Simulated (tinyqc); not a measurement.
# Band bending at a free surface with a continuum of surface states, surface photovoltage and Kelvin probe: effects of single changes

n-type bulk, xi = Ec - EF = Vt ln(Nc/Nd), p0 = ni^2/Nd, ni = sqrt(Nc Nv) exp(-Eg/(2 Vt)), Eg in volts. b is the upward band bending, u = b/Vt. Space charge per area, in units of q: Qc = sign(b) sqrt((2 eps0 eps_r Vt/q) [(Nd + dn)(exp(-u) - 1) + Nd u + (p0 + dn)(exp(u) - 1)]), with dn the excess density under light (flat quasi-Fermi levels; 0 in the dark). The states hold -Ds (E0 - xi - b): negative while the Fermi level lies above the neutrality level. Neutrality: Qc + Qf + (charge of the states) = 0.

Values chosen for this exercise; band and dielectric values close to those of silicon: temperature T = 300 K; band gap Eg = 1.11 eV; relative permittivity eps_r = 11.7; conduction-band density of states at T Nc = 2.76e19 cm^-3; valence-band density of states at T Nv = 2.65e19 cm^-3; donor density Nd = 9.4e17 cm^-3; fixed positive charge at the surface Qf = 0 cm^-2; density of surface states Ds = 1.7e14 cm^-2 eV^-1; depth of their neutrality level below the conduction edge E0 = 0.37 eV.

Constants: q = 1.602176634e-19 C, kB = 1.380649e-23 J/K, Vt = kB T/q, eps0 = 8.8541878128e-14 F/cm where lengths are in cm. Results are converted to the units shown.

Each table varies one quantity; the others keep the values above.

## Photovoltage against injection

Under chopped light the surface charge keeps its dark value, so b falls to bL with Qc(bL, dn) = Qc(b, 0); the photovoltage is b - bL.

Photovoltage against injection:
```
dn (cm^-3)	bL (V)	photovoltage (mV)	share of b removed (%)
7.7e8	0.2724	7.993e-4	2.934e-4
1e10	0.2724	0.01038	0.003809
1.3e11	0.2723	0.1342	0.04927
1.7e12	0.2708	1.655	0.6075
2.2e13	0.2589	13.53	4.966
2.8e14	0.2254	47.06	17.27
3.7e15	0.1770	95.47	35.04
4.8e16	0.1227	149.7	54.96
6.2e17	0.06788	204.6	75.08
8.1e18	0.02562	246.8	90.60
```

Read the table: what changes, and by how much?

The photovoltage rises from 7.99e-4 to 247 mV, towards the full b = 272 mV. Its steepest rise is 49.4 mV a decade (Vt ln 10 = 59.5 mV), and it reaches 90.6 % of b in the last row: even strong light does not flatten the bands fully, so a saturation reading understates b. For dn = 8.1e18 the injection is high, and a Dember voltage, left out here, adds to the signal.

## Pinning by the surface states

Same model as above.

b solves the neutrality condition in the dark.

Result of one run:
```
Ds (cm^-2 eV^-1)	b (V)	xi + b (eV)	Qc (cm^-2)
1.4e12	0.027397	0.11477	3.5732e11
```

What becomes of these results when the density of surface states Ds is changed from 1.4e12 to 6.7e10 cm^-2 eV^-1, all else the same?

Result of the changed run:
```
Ds (cm^-2 eV^-1)	b (V)	xi + b (eV)	Qc (cm^-2)
6.7e10	0.0012394	0.088611	1.8853e10
```

The whole series:
```
Ds (cm^-2 eV^-1)	b (V)	xi + b (eV)	Qc (cm^-2)
6.7e10	0.0012394	0.088611	1.8853e10
1.8e11	0.0033493	0.090721	5.0270e10
5.1e11	0.0096440	0.097016	1.3922e11
1.4e12	0.027397	0.11477	3.5732e11
3.9e12	0.077303	0.16468	8.0077e11
1.1e13	0.16456	0.25193	1.2987e12
2.9e13	0.22851	0.31588	1.5695e12
8.1e13	0.26172	0.34910	1.6933e12
```

b rises from 0.00124 to 0.262 V. The Fermi level moves towards E0 = 0.37 eV and is within 20.9 meV of it in the last row; it is half-way there at the Ds that solves Ds b = Qc(b) + Qf with b = (E0 - xi)/2, 8.39e12 cm^-2 eV^-1.

Numbers from tinyqc (`OMP_NUM_THREADS=1 python tinyqc.py 2430054 2430055 out.jsonl`; about 0.01 s on one thread of a shared Intel Xeon 2.30GHz).
